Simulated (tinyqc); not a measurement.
Bias-temperature instability, empirical power law with universal recovery: two steps of the calculation.

Threshold-voltage shift at the end of a stress: dV = A (V/V0)^g exp[-(Ea q/kB)(1/T - 1/T0)] (t/1 s)^n. After a delay tr the permanent share pp stays and the rest falls by r = 1/(1 + B (tr/t)^be). An empirical model: its parameters are fits, not properties.

Parameters, values chosen for the exercise: reference stress voltage V0 = 2 V; reference temperature T0 = 373 K; shift after 1 s at V0 and T0 A = 28 mV; time exponent n = 0.22; voltage exponent g = 6.7; apparent activation energy of the shift Ea = 0.08 eV; permanent share pp = 0.36; recovery scale B = 2.2; recovery dispersion be = 0.23; use voltage V = 0.96 V; use temperature T = 328 K; failure criterion dc = 30 mV; delay before the measurement tr = 0.1 s.

Constants: q = 1.602176634e-19 C, kB = 1.380649e-23 J/K. Results are converted to the units shown.

Question 1. Shift and lifetime at use conditions. The lifetime solves dV = dc; ten years are 3.15576e8 s.

Wanted: voltage factor; temperature factor; shift after ten years; lifetime; largest voltage for ten years.

Answer 1.

voltage factor = 0.007317
temperature factor = 0.7107
shift after ten years = 10.79 mV
lifetime = 1044 years
largest voltage for ten years = 1.118 V

The device passes: the shift at ten years is below dc. A lifetime beyond 100 years is a far extrapolation of the power law. In time the voltage exponent is g/n = 30.5 and the activation energy Ea/n = 0.364 eV.

Question 2. What a delayed measurement sees. At V0 and T0, measured shift = dV [pp + (1 - pp) r]; the apparent exponent is the slope of ln(shift) against ln t between the first and last point.

t, point 0 to 2 (s): [100, 1000, 10000]

Give: dV; share left; measured; apparent n.

Answer 2.

```
point,dV (mV),share left,measured (mV)
0,77.12,0.8016,61.82
1,128.0,0.8661,110.9
2,212.4,0.9138,194.1
```

apparent n = 0.2484

The delay hides 8.62 % of the last shift and raises the exponent from 0.22 to 0.248, since short stresses recover by a larger share.

Numbers from tinyqc (`OMP_NUM_THREADS=1 python tinyqc.py 2070020 2070021 out.jsonl`; about 0.01 s on one thread of a shared Intel Xeon 2.30GHz).
